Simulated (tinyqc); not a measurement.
Inputs raised by 5 %, one at a time: Haynes-Shockley experiment: drift, diffusion and decay of a minority-carrier pulse. Computed by tinyqc, a small Python program. Command: `OMP_NUM_THREADS=1 python tinyqc.py 3112097 3112098 out.jsonl haynes sens`. One thread of a shared host (Intel(R) Xeon(R) Processor @ 2.30GHz), about 0.02 s of CPU time with the checks.

A thin sheet of excess carriers is made at x = 0, t = 0 in a long uniform bar; injection is low, so the pulse moves with the minority mobility.

Inputs (values chosen for the exercise, modelled on holes in n-type germanium in a lightly doped bar): minority mobility mu = 1970 cm^2/(V s); lifetime tau = 51 microsecond; temperature T = 330 K; field F = 7.1 V/cm; distance d to the collector = 1.1 cm; injected sheet density N0 = 1.3e+10 1/cm^2.

Constants: k_B = 8.617333262e-05 eV/K.

Method:
- D = mu k_B T/e, v = mu F.
- Transit time d/v, diffusion length sqrt(D tau), drift length v tau, Peclet number v d/D = e F d/(k_B T).
- dn(x, t) = N0/sqrt(4 pi D t) exp(-(x - v t)^2/(4 D t) - t/tau).
- At fixed x the signal peaks where d ln(dn)/dt = 0: a t^2 + t/2 - x^2/(4 D) = 0 with a = v^2/(4 D) + 1/tau.
- The full width at half maximum is found by solving dn(x, t) = peak/2 on both sides of the peak.
- With w the full width at half maximum: mu = d/(F t_p); D = (w d)^2/(16 ln2 t_p^3); Einstein ratio D/mu against k_B T/e.

Runs; columns: (1) input moved; (2) from; (3) to; (4) peak density (1/cm^3); (5) width at half maximum (microsecond); (6) apparent mobility (cm^2/(V s)); (7) apparent D (cm^2/s):
```
(1)                                     (2)        (3)        (4)    (5)   (6)    (7)
base run                                  -          -  1.200e+10  15.51  1999  56.36
minority mobility mu (cm^2/(V s))      1970     2068.5  1.290e+10  14.78  2098  59.18
lifetime tau (microsecond)               51      53.55  1.290e+10  15.52  1998  56.36
temperature T (K)                       330      346.5  1.172e+10  15.87  2001  59.20
field F (V/cm)                          7.1      7.455  1.321e+10  14.44  1997  56.35
distance d to the collector (cm)        1.1      1.155  1.085e+10  15.89  1999  56.35
injected sheet density N0 (1/cm^2)  1.3e+10  1.365e+10  1.260e+10  15.51  1999  56.36
```

Exponents ln(y'/y) / ln(x'/x):
```
input                        peak density  width at half maximum  apparent mobility  apparent D
minority mobility mu                1.483                 -0.984              0.989       1.000
lifetime tau                        1.483                  0.016             -0.011       0.000
temperature T                      -0.485                  0.481              0.015       1.006
field F                             1.970                 -1.466             -0.024      -0.006
distance d to the collector        -2.072                  0.502             -0.004      -0.006
injected sheet density N0           1.000                  0.000              0.000       0.000
```

Among the inputs moved here: peak density answers most in size to distance d to the collector (exponent -2.072), next to field F (+1.970). Its exponent +1.000 in injected sheet density N0: the equation is linear. Width at half maximum answers most in size to field F (exponent -1.466), next to minority mobility mu (-0.984); its exponent is below 0.0005 for injected sheet density N0. Its exponent -1.466 in field F: sqrt(D t)/v with t = d/v. Its exponent +0.502 in distance d to the collector: the spread grows as sqrt(t). Apparent mobility answers most in size to minority mobility mu (exponent +0.989), next to field F (-0.024); its exponent is below 0.0005 for injected sheet density N0. Apparent D answers most in size to temperature T (exponent +1.006), and about equally to minority mobility mu (+1.000); its exponent is below 0.0005 for lifetime tau, injected sheet density N0.

Extremes, crossings and ranges named in words are read from the listed rows.
